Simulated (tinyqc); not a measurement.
Inside a calculation. Method: RHF in the sto-6g basis, for H2, spin multiplicity 1. This run ends on a higher stationary point, not on the lowest solution. Computed by tinyqc, a small Python program that keeps every step (integrals from PySCF). Settings: charge = 0, multiplicity = 1, basis = sto-6g, energy threshold = 1e-10, iteration cap = 80, orthogonalisation = symmetric, start = highest core orbitals, DIIS depth = 0, shift = 0.5, method = RHF. Command: `OMP_NUM_THREADS=1 python tinyqc.py 22948 22949 out.jsonl` (the two numbers bound the seeds that draw the settings). One thread of a shared host (Intel(R) Xeon(R) Processor @ 2.60GHz), about 0.03 s of CPU time with the checks.

Geometry (angstrom):
```
atom        x        y        z
H     0.00000  0.00000  0.00000
H     0.00000  0.00000  1.13600
```

Stop when the energy changes by less than 1e-10 hartree and every element of the error matrix X^T (F D S - S D F) X is below 3e-06.

Course of the cycle:
```
iteration  E (hartree)   change  largest element of the error matrix
1           -0.1593770        -                             1.76e-16
2           -0.1593770  0.00000                             3.11e-16
```

Can the last value be used, and what does the course show?

No, though the log alone does not show it. Converged in 2 iterations. But the solution lies 0.87309 hartree above the reference: it is another stationary point, not the lowest restricted one. Reruns (cap 100 unless said): DIIS 8: converged in 3; damping 0.5: converged in 2 to a higher stationary point; atomic densities as start, DIIS 8: converged in 3. PySCF RHF in the same basis = -1.0324704 hartree.
